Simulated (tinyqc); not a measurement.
Input admittance of a MOSFET at zero drain bias: distributed channel and distributed gate: effect of the channel length.

Source and drain grounded, strong inversion, w = 2 pi f, Cox = eps0 eox/tox. The channel is an RC line of resistance 1/(mu Cox Vo) per square fed from both ends, so one finger has the intrinsic admittance y = i w Cox L tanh(g)/g per width, g = (1/2) sqrt(i w tau), tau = L^2/(mu Vo). The vertical resistance rv/L is in series with y, the overlaps 2 i w Cov in parallel: y_t = 1/(1/y + rv/L) + 2 i w Cov. The gate strip is a line of Rsh/L per length loaded by y_t, so a finger has Y = y_t Wf tanh(k)/k, k = (Wf/sd) sqrt(y_t Rsh/L); the device has Nf Y.

Low-frequency limits, with c = Cox L and ct = c + 2 Cov: R_strip = Rsh Wf/(3 sd^2 L Nf), R_ch = (c/ct)^2 L/(12 mu Cox Vo Wf Nf), R_vert = (c/ct)^2 rv/(L Wf Nf), C = ct Wf Nf. Z = 1/(Nf Y) = R + 1/(i w C), Q = |Im Z|/R, far-point signal |1/cosh k|.

Parameters, values chosen for the exercise; values of the order met in silicon radio-frequency transistors:
```
symbol,value,unit,meaning
eox,3.9,,relative permittivity of the gate insulator (close to silicon dioxide)
tox,5,nm,insulator thickness
Wf,19,um,finger width
Nf,16,,number of fingers
mu,180,cm^2/(V s),channel mobility
Vo,0.46,V,gate overdrive
Rsh,13,ohm/square,sheet resistance of the gate
rv,1.3,ohm um^2,vertical resistivity of the gate stack
sd,1,,number of ends at which a finger is contacted
Cov,0.34,fF/um,overlap and fringe capacitance on each side
f,1.4,GHz,frequency
```

Constants: eps0 = 8.8541878128e-14 F/cm where lengths are in cm. Results are converted to the units shown.

Result of one run:

| L (um) | w tau | \|k\| | R (ohm) | low-frequency R (ohm) | C (fF) | Q | signal at the far point |
|---|---|---|---|---|---|---|---|
| 0.22 | 0.05142 | 0.6424 | 23.88 | 23.90 | 666.1 | 7.148 | 0.9855 |

What becomes of these results when the channel length L is changed from 0.22 to 0.42 um, all else the same?

Result of the changed run:

| L (um) | w tau | \|k\| | R (ohm) | low-frequency R (ohm) | C (fF) | Q | signal at the far point |
|---|---|---|---|---|---|---|---|
| 0.42 | 0.1874 | 0.5932 | 13.57 | 13.58 | 1085 | 7.720 | 0.9877 |

The whole series:

| L (um) | w tau | \|k\| | R (ohm) | low-frequency R (ohm) | C (fF) | Q | signal at the far point |
|---|---|---|---|---|---|---|---|
| 0.03 | 9.561e-4 | 1.105 | 169.9 | 171.5 | 261.2 | 2.561 | 0.8947 |
| 0.058 | 0.003574 | 0.8770 | 88.44 | 88.77 | 324.3 | 3.964 | 0.9540 |
| 0.11 | 0.01285 | 0.7351 | 46.85 | 46.94 | 434.9 | 5.580 | 0.9764 |
| 0.22 | 0.05142 | 0.6424 | 23.88 | 23.90 | 666.1 | 7.148 | 0.9855 |
| 0.42 | 0.1874 | 0.5932 | 13.57 | 13.58 | 1085 | 7.720 | 0.9877 |
| 0.8 | 0.6799 | 0.5652 | 9.465 | 9.477 | 1880 | 6.387 | 0.9838 |
| 1.6 | 2.720 | 0.5409 | 9.981 | 10.02 | 3516 | 3.240 | 0.9644 |
| 3 | 9.561 | 0.4664 | 14.62 | 15.20 | 5730 | 1.358 | 0.9411 |

As L goes from 0.03 to 3, R goes from 170 through a minimum of 9.46 (at L = 0.8 among the rows listed) to 14.6 ohm, C rises from 261 to 5730 fF and Q goes from 2.56 through a maximum of 7.72 (at L = 0.42 among the rows listed) to 1.36. R_strip falls as 1/L while R_ch grows with L, which gives the minimum of R.

tinyqc, about 0.01 s, one thread, Intel Xeon 2.30GHz (shared host): `OMP_NUM_THREADS=1 python tinyqc.py 2262083 2262084 out.jsonl`
